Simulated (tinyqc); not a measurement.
Plane-averaged potentials: correction of a charged-defect supercell by a model charge and potential alignment (plane-averaged potentials). Computed by tinyqc, a small Python program. Command: `OMP_NUM_THREADS=1 python tinyqc.py 3114347 3114348 out.jsonl align walk`. One thread of a shared host (Intel(R) Xeon(R) Processor @ 2.30GHz), about 0.01 s of CPU time with the checks.

The "true" defect charge is (1 - x) q in a Gaussian of width sigma plus x q in one of width sigma_t, so the exact answer is known; the correction sees only a single model Gaussian of width sigma_m. A Gaussian of width s has the transform rho(G) = exp(-G^2 s^2/2), normalised to 1. A uniform background cancels q, so G = 0 is left out. Potentials are those felt by a unit positive charge. E_0 is the formation energy of the isolated defect, E_cell its value in the supercell, E_lat = E_iso - E_per of the model charge, C the true less the model potential far from the defect; the exact correction is E_0 - E_cell, and the error of a scheme is E_cell plus its correction less E_0.

Inputs (values chosen for the exercise, with screening close to that of diamond):

| quantity | value | unit |
|---|---|---|
| defect charge q | 2 | e |
| dielectric constant eps | 5.72 | - |
| edge of the cubic cell L | 19.3 | angstrom |
| width sigma of the true defect charge | 1.4 | angstrom |
| width sigma_m of the model charge | 1.2 | angstrom |
| share x of the charge in a wide tail | 0 | - |
| width sigma_t of the tail | 2.8 | angstrom |

Constants: e^2/(4 pi eps_0) = 14.39964548 eV angstrom.

Method. Plane-averaged potential at distance z from the defect: V(z) = (4 pi q/(eps L^3)) (e^2/(4 pi eps_0 e)) sum_(m != 0) rho(G_m) cos(G_m z)/G_m^2, G_m = 2 pi m/L, |m| <= 40.

Potentials (V):

| z/L | z (angstrom) | true | model | difference |
|---|---|---|---|---|
| 0.00 | 0.000 | 0.18694 | 0.19821 | -0.011264 |
| 0.05 | 0.965 | 0.16935 | 0.17734 | -0.007987 |
| 0.10 | 1.930 | 0.12515 | 0.12736 | -0.002206 |
| 0.15 | 2.895 | 0.07114 | 0.07000 | 0.001142 |
| 0.20 | 3.860 | 0.01934 | 0.01723 | 0.002115 |
| 0.25 | 4.825 | -0.02554 | -0.02781 | 0.002272 |
| 0.30 | 5.790 | -0.06240 | -0.06469 | 0.002287 |
| 0.35 | 6.755 | -0.09109 | -0.09338 | 0.002288 |
| 0.40 | 7.720 | -0.11158 | -0.11386 | 0.002288 |
| 0.45 | 8.685 | -0.12387 | -0.12616 | 0.002288 |
| 0.50 | 9.650 | -0.12797 | -0.13026 | 0.002288 |

What does the comparison show, and why?

The difference moves by 0.00 mV between z/L = 0.4 and 0.5: a plateau.
